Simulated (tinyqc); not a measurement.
Worked calculation: Hubbard ring of 5 sites. Computed by tinyqc, a small Python program that keeps every step. Settings: hopping = 0.56, U = 10.6, mixing = 0.5, iteration cap = 56. Command: `OMP_NUM_THREADS=1 python tinyqc.py 20911 20912 out.jsonl` (the two numbers bound the seeds that draw the settings). One thread of a shared host (Intel(R) Xeon(R) Processor @ 2.60GHz), about 0.2 s of CPU time with the checks. Later iterations appear only in the table of the cycle.

## Mean-field iteration 1

one-body matrix (hopping and site energies) (eV), lower triangle:
```
           1          2          3          4         5
1   0.000000
2  -0.560000   0.000000
3   0.000000  -0.560000   0.000000
4   0.000000   0.000000  -0.560000   0.000000
5  -0.560000   0.000000   0.000000  -0.560000  0.000000
```

U = 10.600000 eV

electrons, up and down: 3  3

mixing = 0.500000

n(up) at the start (a guess, not normalised): 1 0.900000, 2 0.300000, 3 0.900000, 4 0.300000, 5 0.900000

n(down) at the start (a guess): 1 0.300000, 2 0.900000, 3 0.300000, 4 0.900000, 5 0.300000

H(up) = T + U n(down), H(down) = T + U n(up); fill the lowest levels; n(new) = n + mixing (n(out) - n); E = tr T (rho up + rho down) + U sum n_up n_down of the output.

levels, up (eV): 2.567286  3.091821  3.686426  9.593574  9.680893

levels, down (eV): 3.030928  3.134975  9.024414  9.644658  10.145025

energy = 9.832761 eV

n(up) after iteration 1: 1 0.946193, 2 0.157441, 3 0.942733, 4 0.157441, 5 0.946193

n(down) after iteration 1: 1 0.398596, 2 0.944155, 3 0.164498, 4 0.944155, 5 0.398596

## Mean-field iteration 2

As before.

levels, up (eV): 1.667038  3.618483  4.725753  10.067410  10.131317

levels, down (eV): 1.554920  1.633856  9.504036  10.072530  10.624659

energy = 9.782662 eV

n(up) after iteration 2: 1 0.968473, 2 0.085537, 3 0.966981, 4 0.085537, 5 0.968473

n(down) after iteration 2: 1 0.448135, 2 0.968627, 3 0.091475, 4 0.968627, 5 0.448135

## Convergence

Each step fills the lowest levels of T + U n(other spin) and sets n(new) = n + mixing (n(out) - n); stop when output and input agree to 1e-8.

Course of the cycle:
```
iteration      E (eV)  largest |n(out) - n(in)|  mean |n_up - n_down|
1          9.83276133                  2.85e-01              0.778743
2          9.78266182                  1.46e-01              0.783574
3          9.77451862                  7.72e-02              0.784693
4          9.77278090                  4.05e-02              0.785042
5          9.77236645                  2.12e-02              0.785176
6          9.77226227                  1.11e-02              0.785234
7          9.77223532                  5.79e-03              0.785262
8          9.77222824                  3.03e-03              0.785276
9          9.77222635                  1.59e-03              0.785284
10         9.77222585                  8.33e-04              0.785287
11         9.77222571                  4.38e-04              0.785289
...               ...                       ...                   ...
18         9.77222566                  4.94e-06              0.785291
19         9.77222566                  2.61e-06              0.785291
20         9.77222566                  1.38e-06              0.785291
21         9.77222566                  7.28e-07              0.785291
22         9.77222566                  3.85e-07              0.785291
23         9.77222566                  2.04e-07              0.785291
24         9.77222566                  1.08e-07              0.785291
25         9.77222566                  5.71e-08              0.785291
26         9.77222566                  3.02e-08              0.785291
27         9.77222566                  1.60e-08              0.785291
28         9.77222566                  8.47e-09              0.785291
```

local moments n_up - n_down: 1 0.489584, 2 -0.981614, 3 0.984059, 4 -0.981614, 5 0.489584

Converged in 28 iterations. But random starts reach 9.68362 eV, so this is another stationary point, not the lowest one. Reruns (cap 100 unless said): mixing 0.2: converged in 83 to a higher stationary point (E = 9.77223); mixing 0.9: converged in 11 to a higher stationary point (E = 9.77223). Before convergence this energy mixes input and output and is not variational, so it may rise towards its limit.

## Exact diagonalisation (100 states)

Lowest levels of the sector, and the double occupancy of the lowest state.

lowest levels (eV): 9.130255  9.420707  9.420707  9.480000  9.506130  9.506130

double occupancy per site = 0.206397

The mean-field solution above lies 0.6420 eV above the exact energy.

## The lowest level by Lanczos steps

From a random start vector (not printed): a_j = <q_j|H|q_j>, b_j = norm of the remainder after orthogonalising; the Ritz value is the lowest eigenvalue of the tridiagonal matrix of a and b so far.

Lanczos:
```
j    a_j (eV)  b_j (eV)  lowest Ritz value (eV)
1   18.456867  5.945050             18.45686669
2   19.048775  8.293612             12.80040920
3   24.562471  3.105262             10.08006330
4   16.480875  5.400287              9.80090293
5   16.176318  2.472993              9.35280900
6   26.394373  7.176742              9.30333979
7   18.814425  6.708553              9.27775793
8   18.393362  1.489168              9.19684260
9   16.314664  6.382475              9.18517163
10  20.361453  6.928910              9.16949594
```
